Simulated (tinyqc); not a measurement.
Finite-size error of a charged defect in a periodic cell: Madelung and Makov-Payne terms. From point-charge correction -q^2 E back to cell length L. Computed by tinyqc, a small Python program. Command: `OMP_NUM_THREADS=1 python tinyqc.py 3001351 3001352 out.jsonl imagecharge inv`. One thread of a shared host (Intel(R) Xeon(R) Processor @ 2.30GHz), about 0.09 s of CPU time with the checks.

L is the cube root of the cell volume. The defect charge is a Gaussian, rho(r) = q (2 pi sigma^2)^(-3/2) exp(-r^2/2 sigma^2), repeated periodically in a uniform neutralising background and screened by a continuum. The model cell energy is E(L) = E_0 + [periodic - isolated electrostatic energy].

Inputs (values chosen for the exercise, for a model uniaxial host):
```
quantity                    value  unit
charge q                        3     e
dielectric constant eps_xy     10     -
dielectric constant eps_z       7     -
axis ratio c/a               1.22     -
```

Supercell lattice: tetragonal. Screening: uniaxial.

Constants: e^2/(4 pi eps_0) = 14.39964548 eV angstrom.

Method. Cell vectors: (1,0,0), (0,1,0), (0,0,c/a), scaled to volume L^3. Ewald sum for a unit point charge: scale each Cartesian component of the cell by 1/sqrt(eps_i), giving R', G' and V'; E = [ (1/2) sum erfc(eta R')/R' + (2 pi/V') sum exp(-G'^2/4 eta^2)/G'^2 - eta/sqrt(pi) - pi/(2 V' eta^2) ] e^2/(4 pi eps_0) / sqrt(eps_x eps_y eps_z), over n_i = -6..6, omitting n = (0,0,0), eta = 2/V'^(1/3). alpha = -2 E eps_g L/(e^2/(4 pi eps_0)), eps_g = (eps_x eps_y eps_z)^(1/3).

Task: A run gave the result below. Find the cell length L, known to lie between 7.6 and 19 angstrom.

point-charge correction -q^2 E = 1.358701 eV

Result:

Each step takes the trial c = (a f_b - b f_a)/(f_b - f_a), f being the result less the target and a, b, c the logarithms of the listed values; c replaces end b, the old b replaces a if the sign of f changed, and otherwise f_a is halved.

Scan of the range:
```
cell length L (angstrom)  point-charge correction -q^2 E (eV)
7.60                                                  2.58332
8.85                                                  2.21844
10.30                                                 1.90614
12.00                                                 1.63610
14.00                                                 1.40237
16.30                                                 1.20449
19.00                                                 1.03333
```

False position (Illinois rule, in the logarithm of the input) inside the bracket:
```
step    end a    end b    trial  point-charge correction -q^2 E (eV)
1     14.0000  16.3000  14.4780                              1.35608
2     14.0000  14.4780  14.4259                              1.36097
3     14.4780  14.4259  14.4500                              1.35870
4     14.4259  14.4500  14.4500                              1.35870
5     14.4259  14.4500  14.4500                              1.35870
6     14.4500  14.4500  14.4500                              1.35870
```

Point-charge correction -q^2 E falls at every point of a 13-point scan of the range (every second point is shown), so one value fits; it is bracketed by 14.0 and 16.3. The scan shows a pure power law with exponent -1.0000, so scaling from any one row also gives the answer directly. Answer: cell length L = 14.45 angstrom.
